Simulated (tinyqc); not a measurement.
Moment against the Stoner parameter: Stoner model of a band ferromagnet.

Density of states per atom and spin: triangular, D(e) = (4 M/W^2) (W/2 - |e|). Levels e -/+ I m/2 for up and down spin, m = n_up - n_down, n_up + n_down = nd. At zero temperature e(N) is the energy below which N states lie, and E(m) = sum over spins of integral e D de - I m^2/4.

Parameters, chosen for this exercise: W = 4.3 eV (band width, e from -W/2 to W/2); M = 5 (states per atom and spin); nd = 3.83 (electrons per atom).

Lowest state for each I.

Results:

| I (eV) | I D(EF) | m (muB) | E - E(0) (meV) |
|---|---|---|---|
| 0.30 | 0.611 | 0.000 | 0.0 |
| 0.40 | 0.814 | 0.000 | 0.0 |
| 0.45 | 0.916 | 0.000 | 0.0 |
| 0.50 | 1.018 | 1.355 | -2.1 |
| 0.54 | 1.099 | 2.507 | -43.9 |
| 0.62 | 1.262 | 3.487 | -234.9 |
| 0.74 | 1.506 | 3.830 | -652.1 |
| 0.89 | 1.811 | 3.830 | -1202.2 |

A moment first appears at I = 0.50 eV of those listed, where I D(EF) = 1.018. It is saturated at 3.830 from I = 0.74 eV on.

tinyqc: `OMP_NUM_THREADS=1 python tinyqc.py 1680241 1680242 out.jsonl`; about 0.5 s, one thread, shared Intel(R) Xeon(R) Processor @ 2.30GHz.
